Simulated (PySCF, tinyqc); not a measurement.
FCI on RHF in the 6-311g basis, for H2, spin multiplicity 1, step by step. The lowest restricted solution is unstable here: a spin-polarised one lies 0.0017 hartree lower (PySCF). One step of it, computed by the program tinyqc.

Question. FCI: determinants and Hamiltonian. Slater-Condon rules over spin orbitals, with the nuclear repulsion added and E(HF) subtracted on the diagonal. Only determinants linked to the reference directly or through others are kept (one block of an abelian symmetry group), so some states are absent.

one-electron integrals over orbitals h = C^T H C (hartree):
```
[[-0.987160, 0.000000, 0.106426, 0.000000, 0.000000, 0.040071],
 [0.000000, -0.601305, 0.000000, 0.189605, 0.034172, 0.000000],
 [0.106426, 0.000000, -0.285677, 0.000000, 0.000000, -0.113937],
 [0.000000, 0.189605, 0.000000, -0.244497, -0.165513, 0.000000],
 [0.000000, 0.034172, 0.000000, -0.165513, 1.523245, 0.000000],
 [0.040071, 0.000000, -0.113937, 0.000000, 0.000000, 1.559120]]
```

Two-electron integrals over orbitals (pq|rs), unique and non-zero (hartree):
```
(11|11) 0.509418    (21|21) 0.100945    (22|11) 0.387001    (22|22) 0.341417
(31|11) -0.106426   (31|22) -0.055160   (31|31) 0.051382    (32|21) -0.006245
(32|32) 0.024915    (33|11) 0.344419    (33|22) 0.290625    (33|31) -0.040603
(33|33) 0.278985    (41|21) -0.077778   (41|32) 0.026041    (41|41) 0.079690
(42|11) -0.133691   (42|22) -0.076278   (42|31) 0.053936    (42|33) -0.056214
(42|42) 0.071537    (43|21) 0.071494    (43|32) 0.001869    (43|41) -0.051403
(43|43) 0.058009    (44|11) 0.405671    (44|22) 0.337562    (44|31) -0.072816
(44|33) 0.294772    (44|42) -0.091149   (44|44) 0.350145    (51|21) -0.027349
(51|32) 0.023158    (51|41) 0.042838    (51|43) -0.025040   (51|51) 0.059240
(52|11) -0.030761   (52|22) -0.005375   (52|31) 0.026492    (52|33) -0.010287
(52|42) 0.022810    (52|44) -0.026707   (52|52) 0.038186    (53|21) 0.037294
(53|32) -0.016756   (53|41) -0.042518   (53|43) 0.025470    (53|51) -0.036373
(53|53) 0.030220    (54|11) 0.104175    (54|22) 0.055149    (54|31) -0.050275
(54|33) 0.045348    (54|42) -0.056537   (54|44) 0.076887    (54|52) -0.044141
(54|54) 0.071818    (55|11) 0.532716    (55|22) 0.409707    (55|31) -0.127155
(55|33) 0.350973    (55|42) -0.159065   (55|44) 0.440405    (55|52) -0.073518
(55|54) 0.162355    (55|55) 0.655305    (61|11) -0.040071   (61|22) -0.025702
(61|31) 0.029751    (61|33) -0.014933   (61|42) 0.033899    (61|44) -0.043626
(61|52) 0.041676    (61|54) -0.056206   (61|55) -0.108834   (61|61) 0.062336
(62|21) -0.028783   (62|32) 0.016313    (62|41) 0.036925    (62|43) -0.024980
(62|51) 0.044496    (62|53) -0.028356   (62|62) 0.036085    (63|11) 0.071844
(63|22) 0.046401    (63|31) -0.031601   (63|33) 0.029903    (63|42) -0.039507
(63|44) 0.057041    (63|52) -0.024839   (63|54) 0.045278    (63|55) 0.113738
(63|61) -0.037883   (63|63) 0.032757    (64|21) 0.050528    (64|32) -0.025964
(64|41) -0.059738   (64|43) 0.036093    (64|51) -0.057510   (64|53) 0.043010
(64|62) -0.046586   (64|64) 0.067224    (65|21) 0.145322    (65|32) -0.036077
(65|41) -0.138473   (65|43) 0.105941    (65|51) -0.105581   (65|53) 0.090561
(65|62) -0.089613   (65|64) 0.133351    (65|65) 0.313953    (66|11) 0.557501
(66|22) 0.414819    (66|31) -0.137576   (66|33) 0.362032    (66|42) -0.170967
(66|44) 0.452932    (66|52) -0.082595   (66|54) 0.174382    (66|55) 0.678958
(66|61) -0.111681   (66|63) 0.118615    (66|66) 0.713788
```

nuclear repulsion = 0.41931633 hartree

Hartree-Fock energy = -1.04558502 hartree

Give: determinants; H - E(HF) between determinants.

Answer.

Occupation strings over the orbitals (2 doubly, a alpha, b beta, 0 empty; spin orbitals ordered 1a 1b 2a 2b ...): 200000 a0b000 a0000b b0a000 b0000a 020000 0a0b00 0a00b0 002000 00a00b 0b0a00 000200 000ab0 0b00a0 000ba0 000020 00b00a 000002

H - E(HF) between determinants (hartree), order 200000, a0b000, a0000b, b0a000, b0000a, 020000, 0a0b00, 0a00b0, 002000, 00a00b, 0b0a00, 000200, 000ab0, 0b00a0, 000ba0, 000020, 00b00a, 000002:
```
[[0.0000, 0.0000, 0.0000, 0.0000, 0.0000, 0.1009, -0.0778, -0.0273, 0.0514, 0.0298, 0.0778, 0.0797, 0.0428, 0.0273, -0.0428, 0.0592, -0.0298, 0.0623],
 [0.0000, 0.5365, -0.0421, -0.0514, -0.0298, -0.0062, 0.0715, 0.0373, 0.0658, -0.0316, -0.0260, -0.0514, -0.0425, -0.0232, 0.0250, -0.0364, -0.0251, -0.0379],
 [0.0000, -0.0421, 2.5944, -0.0298, -0.0623, -0.0288, 0.0505, 0.1453, -0.0316, -0.0312, -0.0369, -0.0597, -0.1385, -0.0445, 0.0575, -0.1056, 0.0379, -0.0716],
 [0.0000, -0.0514, -0.0298, 0.5365, -0.0421, 0.0062, -0.0260, -0.0232, -0.0658, -0.0251, 0.0715, 0.0514, 0.0250, 0.0373, -0.0425, 0.0364, -0.0316, 0.0379],
 [0.0000, -0.0298, -0.0623, -0.0421, 2.5944, 0.0288, -0.0369, -0.0445, 0.0316, 0.0379, 0.0505, 0.0597, 0.0575, 0.1453, -0.1385, 0.1056, -0.0312, 0.0716],
 [0.1009, -0.0062, -0.0288, 0.0062, 0.0288, 0.6037, 0.1133, 0.0288, 0.0249, 0.0163, -0.1133, 0.0715, 0.0228, -0.0288, -0.0228, 0.0382, -0.0163, 0.0361],
 [-0.0778, 0.0715, 0.0505, -0.0260, -0.0369, 0.1133, 0.9567, -0.1104, 0.0019, -0.0260, -0.0715, 0.0985, -0.0565, -0.0228, -0.0075, -0.0441, 0.0250, -0.0466],
 [-0.0273, 0.0373, 0.1453, -0.0232, -0.0445, 0.0288, -0.1104, 2.7965, -0.0168, -0.0361, -0.0228, -0.0565, 0.0305, -0.0382, 0.0441, -0.0393, 0.0284, -0.0896],
 [0.0514, 0.0658, -0.0316, -0.0658, 0.0316, 0.0249, 0.0019, -0.0168, 1.1725, -0.0840, -0.0019, 0.0580, 0.0255, 0.0168, -0.0255, 0.0302, 0.0840, 0.0328],
 [0.0298, -0.0316, -0.0312, -0.0251, 0.0379, 0.0163, -0.0260, -0.0361, -0.0840, 3.1004, 0.0250, 0.0361, 0.1059, 0.0284, -0.0430, 0.0906, -0.0328, 0.0047],
 [0.0778, -0.0260, -0.0369, 0.0715, 0.0505, -0.1133, -0.0715, -0.0228, -0.0019, 0.0250, 0.9567, -0.0985, -0.0075, -0.1104, -0.0565, 0.0441, -0.0260, 0.0466],
 [0.0797, -0.0514, -0.0597, 0.0514, 0.0597, 0.0715, 0.0985, -0.0565, 0.0580, 0.0361, -0.0985, 1.3261, -0.0886, 0.0565, 0.0886, 0.0718, -0.0361, 0.0672],
 [0.0428, -0.0425, -0.1385, 0.0250, 0.0575, 0.0228, -0.0565, 0.0305, 0.0255, 0.1059, -0.0075, -0.0886, 3.1841, 0.0441, -0.0718, -0.0032, -0.0430, 0.1334],
 [0.0273, -0.0232, -0.0445, 0.0373, 0.1453, -0.0288, -0.0228, -0.0382, 0.0168, 0.0284, -0.1104, 0.0565, 0.0441, 2.7965, 0.0305, 0.0393, -0.0361, 0.0896],
 [-0.0428, 0.0250, 0.0575, -0.0425, -0.1385, -0.0228, -0.0075, 0.0441, -0.0255, -0.0430, -0.0565, 0.0886, -0.0718, 0.0305, 3.1841, 0.0032, 0.1059, -0.1334],
 [0.0592, -0.0364, -0.1056, 0.0364, 0.1056, 0.0382, -0.0441, -0.0393, 0.0302, 0.0906, 0.0441, 0.0718, -0.0032, 0.0393, 0.0032, 5.1667, -0.0906, 0.3140],
 [-0.0298, -0.0251, 0.0379, -0.0316, -0.0312, -0.0163, 0.0250, 0.0284, 0.0840, -0.0328, -0.0260, -0.0361, -0.0430, -0.0361, 0.1059, -0.0906, 3.1004, -0.0047],
 [0.0623, -0.0379, -0.0716, 0.0379, 0.0716, 0.0361, -0.0466, -0.0896, 0.0328, 0.0047, 0.0466, 0.0672, 0.1334, 0.0896, -0.1334, 0.3140, -0.0047, 5.2969]]
```
